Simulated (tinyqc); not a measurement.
Programming of a floating-gate cell by Fowler-Nordheim tunnelling: two steps of the calculation.

Per tunnel area the floating gate has Ctun = 3.9 eps0/tox to the channel (0 V) and Ccg to the control gate, Ct = Ctun/(1 - ag), no other coupling. With the threshold shift U = -Q/Ccg the field is F = ag (Vg - U)/tox, and dU/dt = J/Ccg. Fowler-Nordheim: J = A F^2 exp(-B/F), A = q^2/(16 pi^2 hbar mo phi) (times 1e14 for A/cm^2 with F in V/nm, emitter mass m0), B = (4/3) sqrt(mo/C) phi^1.5, C = hbar^2/(2 m0).

Parameters, values chosen for the exercise; oxide values close to those of silicon dioxide:
```
symbol  value  unit                       meaning
phi      3.02    eV                tunnel barrier
mo       0.41    m0               tunnelling mass
tox       9.7    nm        tunnel oxide thickness
ag       0.58               coupling ratio Ccg/Ct
ar       1700  nm^2                   tunnel area
Vt0      -2.1     V  threshold shift at the start
Vg         16     V          control-gate voltage
dt        1.3    us                     time step
n          11                               steps
```

Constants: q = 1.602176634e-19 C, hbar = 1.054571817e-34 J s, m0 = 9.1093837015e-31 kg, eps0 = 8.8541878128e-14 F/cm where lengths are in cm, hbar^2/(2 m0) = 0.0380998212 eV nm^2. Results are converted to the units shown.

Question 1. Constants of the cell. A, B, Ccg = ag Ct, the starting field and current, K = A B ag/(Ccg tox), and the knee time t0 = exp(B/F(0))/K.

Find: A; B; Ccg; F(0); J(0); K; t0; electrons for 1 V of shift.

Answer 1.

A = 1.245e8 A cm^-2 (V/nm)^-2
B = 22.96 V/nm
Ccg = 0.4916 uF/cm^2
F(0) = 1.082 V/nm
J(0) = 0.08960 A/cm^2
K = 3.476e14 1/s
t0 = 4.682 us
electrons for 1 V of shift = 52.16

Question 2. Explicit time steps against the exact solution. U(new) = U + dt J(F(U))/Ccg. Exact: exp(B/F(t)) = exp(B/F(0)) + K t, K = A B ag/(Ccg tox), and U = Vg - tox F/ag.

Find: t; F; J; U by steps; U exact.

Answer 2.

```
step	t (us)	F (V/nm)	J (A/cm^2)	U by steps (V)	U exact (V)
0	0	1.0823	0.089605	-2.1000	-2.1000
1	1.3000	1.0681	0.065871	-1.8631	-1.8933
2	2.6000	1.0577	0.052273	-1.6889	-1.7308
3	3.9000	1.0494	0.043373	-1.5506	-1.5973
4	5.2000	1.0426	0.037071	-1.4359	-1.4842
5	6.5000	1.0367	0.032365	-1.3379	-1.3864
6	7.8000	1.0316	0.028713	-1.2523	-1.3002
7	9.1000	1.0270	0.025794	-1.1764	-1.2233
8	10.400	1.0230	0.023408	-1.1082	-1.1539
9	11.700	1.0193	0.021420	-1.0463	-1.0908
10	13.000	1.0159	0.019739	-0.9896	-1.0329
11	14.300	1.0128	0.018298	-0.9374	-0.9794
```

Range of the model: Programming fields of 10 MV/cm and more wear the oxide; trapping and the channel potential are ignored.

Program tinyqc, `OMP_NUM_THREADS=1 python tinyqc.py 2130014 2130015 out.jsonl`; Intel Xeon 2.30GHz, shared host, one thread, about 0.01 s.
